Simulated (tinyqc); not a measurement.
Lateral field, substrate current, probability of reaching the oxide barrier and hot-carrier lifetime of a silicon transistor (pseudo-two-dimensional and lucky-electron models): one step, computed by the program tinyqc.

Local-field models: a lucky carrier gains its energy at the peak field over a path free of collisions. Voltages are magnitudes.

Question. Peak lateral field. C_ox = 3.9 eps_0/t; F_sat = 2 v_s/mu; V_Dsat = V_ov F_sat L/(V_ov + F_sat L), V_ov = V_G - V_T; I_D/W = C_ox v_s (V_ov - V_Dsat). Scale length l = 0.22 t^(1/3) x_j^(1/2) (all in cm); F_m = sqrt(((V_D - V_Dsat)/l_e)^2 + F_sat^2), with l_e = l; length of the velocity-saturated region l_e ln((V_D - V_Dsat)/(l_e F_sat) + F_m/F_sat).

Inputs (values chosen for the exercise, modelled on a silicon n-channel):
```
quantity                             value                      unit
channel length L                       330                        nm
oxide thickness t                      6.9                        nm
junction depth x_j                      52                        nm
mobility mu                            290                cm^2/(V s)
saturation velocity v_s               0.79                  1e7 cm/s
threshold voltage V_T                 0.59                         V
gate voltage V_G                      0.98                         V
drain voltage V_D                      1.9                         V
ionisation prefactor A_i           2.2e+06                      1/cm
ionisation field B_i                  1.69                     MV/cm
hot-carrier mean free path lambda      7.5                        nm
oxide barrier phi_b                    3.1                        eV
interface-trap threshold phi_it        3.8                        eV
lifetime constant H                    800  s microampere/micrometre
```

Drain: abrupt.

Constants: eps_0 = 8.8541878128e-12 F/m.

Give: scale length l; peak field F_m; velocity-saturated length; energy gained over one free path, e lambda F_m.

Answer.

scale length l = 44.33 nm

peak field F_m = 360.4 kV/cm

velocity-saturated length = 114.2 nm

energy gained over one free path, e lambda F_m = 0.2703 eV

Caution: the empirical formula for l was fitted to oxides of about 15 nm or more; for thinner ones it is an extrapolation. Caution: e V_D is below phi_b or phi_it, so the available energy, not the field, limits hot carriers, and the lucky-electron formulas overstate them.
